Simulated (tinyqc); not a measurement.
Geometry optimisation on the RHF/6-31g surface (energies and gradients from PySCF), for H3-, spin multiplicity 1, step by step. The basis has no diffuse functions, so it cannot describe the extra electron: this is an exercise in the method, not the real anion. One step of it, computed by the program tinyqc.

Question. Step 3: move. Quasi-Newton step p = -H^(-1) g (the inverse Hessian comes from BFGS updates; coordinates in the order x, y, z of each atom); steps longer than 0.1 bohr are cut back (factor 0.287 here).

positions after step 2 (bohr):
```
            x          y          z
1H  -0.035317   0.027466   0.051313
2H  -0.031893  -0.023926   1.726592
3H   0.001069   0.516135  -1.579483
```

gradient (hartree/bohr):
```
              x            y            z
1H  -0.00071208  -0.00787468   0.00020206
2H   0.00102990   0.01501007  -0.06829069
3H  -0.00031782  -0.00713539   0.06808863
```

inverse Hessian in use (bohr^2/hartree), lower triangle:
```
           1          2          3          4          5          6          7          8
1   1.000163
2   0.001812   1.020128
3  -0.000203  -0.002130   0.997905
4  -0.000274  -0.003017  -0.000148   1.000355
5  -0.004071  -0.044788  -0.003089   0.005079   1.072302
6   0.019633   0.215368   0.027300  -0.021841  -0.304435   2.187612
7   0.000111   0.001205   0.000351  -0.000081  -0.001009   0.002207   0.999970
8   0.002258   0.024660   0.005219  -0.002062  -0.027514   0.089067  -0.000196   1.002853
9  -0.019430  -0.213238  -0.025205   0.021989   0.307524  -1.214913  -0.002558  -0.094286

          9
9  2.240118
```

Give: positions after step 3.

Answer.

positions after step 3 (bohr):
```
          x        y        z
1H  -0.0343   0.0384   0.0523
2H  -0.0331  -0.0407   1.7952
3H   0.0013   0.5220  -1.6491
```
